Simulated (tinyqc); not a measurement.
Worked calculation: Hubbard ring of 4 sites. One step of it, computed by the program tinyqc.

Problem. Mean-field iteration 3. H(up) = T + U n(down), H(down) = T + U n(up); fill the lowest levels; n(new) = n + mixing (n(out) - n); E = tr T (rho up + rho down) + U sum n_up n_down of the output.

one-body matrix (hopping and site energies) (eV):
```
           1          2          3          4
1  -0.610000  -1.300000   0.000000  -1.300000
2  -1.300000  -0.250000  -1.300000   0.000000
3   0.000000  -1.300000  -0.110000  -1.300000
4  -1.300000   0.000000  -1.300000   0.580000
```

U = 7.800000 eV

electrons, up and down: 1  1

mixing = 0.200000

n(up) after iteration 2: 1 0.560789, 2 0.031321, 3 0.444863, 4 0.027027

n(down) after iteration 2: 1 0.037046, 2 0.570947, 3 0.034418, 4 0.421589

Give: levels, up; levels, down; energy; n(up) after iteration 3; n(down) after iteration 3.

Solution.

levels, up (eV): -1.3760  -0.0473  4.0191  5.3134

levels, down (eV): -1.1482  0.4627  3.5435  5.0512

energy = -3.2791 eV

n(up) after iteration 3: 1 0.5596, 2 0.0422, 3 0.4083, 4 0.0410

n(down) after iteration 3: 1 0.0500, 2 0.5721, 3 0.0518, 4 0.3773
